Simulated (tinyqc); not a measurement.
Inside a calculation: model-solid line-up of a strained alloy layer on a substrate. Values are carried at full precision from step to step, so a last printed digit may differ when a step is redone from the rounded ones.

All values of the alloy are linear in x but the gap, Eg(x) = (1 - x) Eg_A + x Eg_B - C x (1 - x), and the valence edge, Ev(x) = (1 - x) Ev_A + x Ev_B + fv C x (1 - x); Ec = Ev + Eg. Ev is the top of the unstrained valence band on a scale common to all materials. In the layer only the Gamma valley of the conduction band is followed, also where an X or L valley would lie lower.

Parameters, chosen for this exercise (A near GaAs, B near GaSb, substrate near InAs; shifted at random, so the results belong to these values and not to a real crystal):
- a = (5.655, 6.104) angstrom (lattice constant of A, B)
- Eg = (1.521, 0.813) eV (gap at Gamma to the s-like level of A, B)
- Dso = (0.344, 0.749) eV (spin-orbit splitting of A, B)
- Ev = (-0.79, -0.03) eV (top of the unstrained valence band of A, B)
- ac = (-7.25, -7.52) eV (conduction deformation potential of A, B)
- av = (1.16, 0.81) eV (valence hydrostatic potential of A, B)
- b = (-2, -1.98) eV (tetragonal shear potential of A, B)
- d = (-4.79, -4.71) eV (trigonal shear potential of A, B)
- C11 = (121.6, 87.9) GPa (of A, B)
- C12 = (55.9, 40.5) GPa (of A, B)
- C44 = (59.7, 42.7) GPa (of A, B)
- C = 1.438 eV (bowing of the gap)
- fv = 0.7 (share of the bowing taken by the valence edge)
- x = 0.68 (fraction of B)
- a_s = 6.066 angstrom (substrate)
- face = 110 (growth face)
- Eg_s = 0.42 eV (lowest gap of the substrate)
- Ev_s = -0.59 eV (substrate valence edge)
- e14 = -0.144 C/m^2 (piezoelectric constant of the layer)
- eps = 12.3 (dielectric constant)
- Lw = 4 nm (thickness of the layer)

## Values of the alloy

Interpolate.

Alloy at x (a in angstrom, C11, C12, C44 in GPa, all else in eV):
```
symbol,value
a,5.9603
Eg,0.7267
Dso,0.6194
Ev,-0.0542
ac,-7.4336
av,0.9220
b,-1.9864
d,-4.7356
C11,98.6840
C12,45.4280
C44,48.1400
```

## Strain on the (110) substrate

Coherent growth on a (110) face: e_par = (a_s - a)/a, e_perp = -(C11 + 3 C12 - 2 C44)/(C11 + C12 + 2 C44) e_par; exx = eyy = (e_par + e_perp)/2, ezz = e_par, exy = (e_perp - e_par)/2, eyz = ezx = 0.

Use the values of the alloy.

e_par = 0.017731
e_perp = -0.010229

strain tensor in the cubic axes:
```
,x,y,z
x,0.003751,-0.013980,0.000000
y,-0.013980,0.003751,0.000000
z,0.000000,0.000000,0.017731
```

The layer is under tension in the plane; its volume changes by +2.523 %.

## Strained band edges

Strained edges: Ec + ac tr(e); the valence edges are Ev plus the levels of the 6 x 6 matrix of X, Y, Z times spin with -Dso/3 + l exx + m (eyy + ezz) on the diagonal (cyclic), n exy off it, l = av + 2 b, m = av - b, n = sqrt(3) d. Spin-orbit term (Dso/3) L.sigma on X, Y, Z with (L_k)_ij = -i epsilon_kij: <X+|H|Y+> = -i Dso/3, <X+|H|Z-> = Dso/3, <Y+|H|Z-> = -i Dso/3, <Z+|H|X-> = -Dso/3, <Z+|H|Y-> = i Dso/3, <X-|H|Y-> = i Dso/3, and their conjugates; + and - are the spin along z.

Give the hydrostatic shifts, the strain block and the edges.

ac tr(e), av tr(e) (eV): -0.1876  0.0233

strain block (eV):
```
,X,Y,Z
X,0.0510,0.1147,0
Y,0.1147,0.0510,0
Z,0,0,-0.0323
```

Ec and the three valence edges from the top (eV): 0.4849  0.0550  -0.1021  -0.6650

strained gap = 0.4299 eV

Strain moves the gap by -297 meV: -211 meV from the volume and -86 meV from the splitting of the valence edge, which always raises the top.

## Offsets against the substrate material

dEc = Ec(substrate) - Ec(layer), dEv = Ev(layer) - Ev(substrate); positive values confine the carrier in the layer. Type I: both of one sign; type II: opposite signs; type III: the gaps do not overlap.

Give also the smallest gap across the interface, min Ec - max Ev.

dEc = -0.6549 eV
dEv = 0.6450 eV

type: III

smallest gap = -0.2250 eV

The conduction edge of one side lies below the valence edge of the other, so electrons transfer across the interface.

## Piezoelectric polarisation

P_x = 2 e14 eyz and cyclic. The field along the normal n of the (110) face is -P.n/(eps eps0) in a layer between thick unstrained barriers, eps0 = 8.8541878e-12 F/m; 1 kV/cm = 1e5 V/m.

P (C/m^2): 0.000000  0.000000  0.004026

P.n = 0.000000 C/m^2
field along n = 0.0 kV/cm
potential drop across the layer = 0.0 mV

P lies along [001], in the plane of the layer, so a wide layer carries no field along its normal.

(tinyqc, `OMP_NUM_THREADS=1 python tinyqc.py 1050831 1050832 out.jsonl`, Intel(R) Xeon(R) Processor @ 2.30GHz, 1 thread, shared host, about 0.01 s.)
